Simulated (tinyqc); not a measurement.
# Changing the pressure p_A

Model: microkinetic model of a Langmuir-Hinshelwood surface reaction A + (1/2) B2 = AB with Bronsted-Evans-Polanyi barriers. Computed by tinyqc, a small Python program. Command: `OMP_NUM_THREADS=1 python tinyqc.py 3003341 3003342 out.jsonl microkin sweep`. One thread of a shared host (Intel(R) Xeon(R) Processor @ 2.30GHz), about 0.01 s of CPU time with the checks.

A adsorbs in equilibrium; B2 dissociates irreversibly on two free sites; adsorbed A and B react irreversibly and AB leaves at once. theta_A + theta_B + theta_* = 1.

Inputs (values chosen for the exercise, for a model catalyst):

| quantity | value | unit |
|---|---|---|
| adsorption energy of A, E_A | -0.945 | eV |
| adsorption energy per B atom, E_B | -1.26 | eV |
| entropy loss of A, S_A | 1.4 | meV/K |
| entropy loss of B2, S_B | 1.8 | meV/K |
| slope a1 of the dissociation barrier | 0.69 | - |
| intercept b1 | 1.3 | eV |
| slope a2 of the reaction barrier | 0.39 | - |
| intercept b2 | 0.35 | eV |
| pressure p_B | 0.04 | bar |
| temperature T | 825 | K |

Constants: k_B = 8.617333262e-05 eV/K; hbar = 6.582119569e-16 eV s.

Method:
- K_A = exp(-(E_A + T S_A)/(k_B T)) per bar; barriers E1 = max(b1 + a1 2 E_B, 0), E2 = b2 - a2 (E_A + E_B); k1 = (k_B T/h) exp(-S_B/k_B) exp(-E1/(k_B T)) per bar, k2 = (k_B T/h) exp(-E2/(k_B T)), h = 2 pi hbar.
- theta_A = K_A p_A theta_*; 2 k1 p_B theta_*^2 = k2 theta_A theta_B, so theta_B = w theta_* with w = 2 k1 p_B/(k2 K_A p_A); theta_* = 1/(1 + K_A p_A + w); rate r = k2 theta_A theta_B.
- From r = 2 k1 p_B theta_*^2: order in p_B and degree of control of step 1 = 1 - 2 theta_B; control of step 2 = 2 theta_B; order in p_A = 2 (theta_B - theta_A). Apparent energy = (E1 + k_B T)(1 - 2 theta_B) + (E2 + k_B T) 2 theta_B + E_A x order in p_A.

One run for each value:

| pressure p_A (bar) | rate r (1/s per site) | theta_A | theta_B | order in p_A |
|---|---|---|---|---|
| 1.00e-05 | 1.135e-04 | 1.627e-10 | 9.997e-01 | 1.999 |
| 5.00e-05 | 2.831e-03 | 4.062e-09 | 9.984e-01 | 1.997 |
| 3.00e-04 | 1.003e-01 | 1.451e-07 | 9.907e-01 | 1.981 |
| 1.00e-03 | 1.068e+00 | 1.578e-06 | 9.697e-01 | 1.939 |
| 8.00e-03 | 4.654e+01 | 8.333e-05 | 8.001e-01 | 1.600 |
| 4.00e-02 | 3.587e+02 | 1.157e-03 | 4.442e-01 | 0.886 |
| 2.00e-01 | 8.510e+02 | 8.908e-03 | 1.369e-01 | 0.256 |
| 1.00e+00 | 9.921e+02 | 4.809e-02 | 2.955e-02 | -0.037 |
| 6.00e+00 | 6.712e+02 | 2.373e-01 | 4.051e-03 | -0.467 |
| 3.00e+01 | 1.772e+02 | 6.097e-01 | 4.164e-04 | -1.219 |

What does the table show, and why?

Over the rows, rate r (1/s per site) goes from 1.14e-4 through a maximum among these rows, 992 at 1.00, to 177; theta_A rises from 1.63e-10 to 0.610 (exponent d ln y / d ln x 2.0 between the first rows and 0.59 between the last); theta_B falls from 1.000 to 4.16e-4 (exponent d ln y / d ln x -7.7e-4 between the first rows and -1.4 between the last). At the low end the exponent of rate r is 2.00, close to 2: B fills the surface.

Caution (all rows): the linear relation gives a negative E1, which is set to zero: dissociation is not activated. Caution (rows 1.00e-5, 5.00e-5, 3.00e-4): B is close to or above its equilibrium coverage with B2 gas, so leaving out the desorption of B2 is not justified.

Extremes, crossings and ranges named in words are read from the listed rows.
